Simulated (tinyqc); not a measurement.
Straight dislocations in isotropic elasticity: fields, energies, partials, Peierls stress and walls. From one set of inputs to another, one input at a time. Computed by tinyqc, a small Python program. Command: `OMP_NUM_THREADS=1 python tinyqc.py 3026026 3026027 out.jsonl disloc ladder`. One thread of a shared host (Intel(R) Xeon(R) Processor @ 2.30GHz), about 0.01 s of CPU time with the checks.

The line runs along z, the glide plane is y = 0, and beta is the angle between b and the line (0 screw, 90 degrees edge): b_e = b sin(beta) along +x with the extra half plane at y > 0, b_s = b cos(beta). Stress is positive in tension.

The inputs printed are set A. Set A is modelled on copper; the values taken over come from a set modelled on silicon. Inputs not listed in the table keep their values of set A, so the rows need not describe a real material.

Inputs (values chosen for the exercise, modelled on copper):

| quantity | value | unit |
|---|---|---|
| shear modulus G | 46.9 | GPa |
| Poisson ratio nu | 0.328 | - |
| Burgers vector b | 2.556 | angstrom |
| stacking-fault energy gamma | 41 | mJ/m^2 |
| dislocation density rho | 1.3e+14 | 1/m^2 |
| core radius r0/b | 2 | - |
| unstable fault energy gamma_us | 253 | mJ/m^2 |
| source length l | 350 | nm |

Character: 60-degree.

Constants: 1 eV/angstrom^3 = 160.2176634 GPa.

Method:
- Energy factor K = G [cos^2(beta) + sin^2(beta)/(1 - nu)].
- E = K b^2/(4 pi) ln(R/r0) with R = 1/(2 sqrt(rho)); tension T = E + d^2E/d(beta)^2 = G b^2 [1 + nu - 3 nu sin^2(beta)]/(4 pi (1 - nu)) ln(R/r0). The core energy is taken into r0.
- Shockley partials have b_p = b/sqrt(3) at the angles beta -/+ 30 degrees; their repulsion balances the fault at d = G b_p^2/(8 pi gamma) (2 - nu)/(1 - nu) [1 - 2 nu cos(2 beta)/(2 - nu)].
- Misfit energy gamma(u) = (gamma_us/2)(1 - cos(2 pi u/b)), so the largest restoring stress is tau_max = pi gamma_us/b; u(x) = b/2 + (b/pi) arctan(x/zeta), zeta = K b/(4 pi tau_max). Summing the misfit energy over atomic rows a' apart gives, for a wide core, W_P = (K b^2/pi) exp(-2 pi zeta/a') and sigma_P = (K b/a') exp(-2 pi zeta/a'); a' = b/2 for edge and 30-degree lines, b sqrt(3)/2 for screw and 60-degree lines.
- Frank-Read source, averaged over the loop: tau = G b/(2 pi l) [(1 - nu/2)/(1 - nu)] ln(l/r0). Taylor hardening: tau = 0.3 G b sqrt(rho).

Each row keeps all changes above it:

| input moved | from | to | splitting width d (nm) | Peierls stress sigma_P (MPa) | Frank-Read stress (MPa) |
|---|---|---|---|---|---|
| set A | - | - | 2.950 | 5.047e-01 | 44.28 |
| shear modulus G (GPa) | 46.9 | 69.6 | 4.378 | 2.366e-03 | 65.71 |
| Burgers vector b (angstrom) | 2.556 | 3.84 | 9.881 | 3.333e-07 | 92.56 |
| stacking-fault energy gamma (mJ/m^2) | 41 | 53.9 | 7.516 | 3.333e-07 | 92.56 |
| dislocation density rho (1/m^2) | 1.3e+14 | 2.7e+10 | 7.516 | 3.333e-07 | 92.56 |
| source length l (nm) | 350 | 1000 | 7.516 | 3.333e-07 | 37.95 |
| Poisson ratio nu | 0.328 | 0.223 | 6.500 | 5.541e-06 | 34.88 |
| core radius r0/b | 2 | 0.5 | 6.500 | 5.541e-06 | 41.63 |

Which inputs carry the difference?

Splitting width d goes from 2.95 to 6.50, a factor 2.20 in all. The largest single move comes from Burgers vector b (a factor 2.26), and stacking-fault energy gamma works against it (a factor 0.761). Peierls stress sigma_P goes from 0.505 to 5.54e-6, a factor 1.10e-5 in all. The largest single move comes from Burgers vector b (a factor 1.41e-4), and Poisson ratio nu works against it (a factor 16.6). Frank-Read stress goes from 44.3 to 41.6, a factor 0.940 in all. The largest single move comes from source length l (a factor 0.410), and shear modulus G works against it (a factor 1.48). The single moves hold for this order of the switches; the total does not depend on the order.

Caution (rows set A, shear modulus G, Burgers vector b, stacking-fault energy gamma): the source is longer than the mean dislocation spacing 1/sqrt(rho), so the forest would pin it into shorter segments and its stress is only formal. Caution (rows shear modulus G, Burgers vector b, stacking-fault energy gamma, dislocation density rho, source length l, Poisson ratio nu, core radius r0/b): so small a Peierls stress means only that the model finds negligible lattice resistance; its value is not a prediction.

Extremes, crossings and ranges named in words are read from the listed rows.
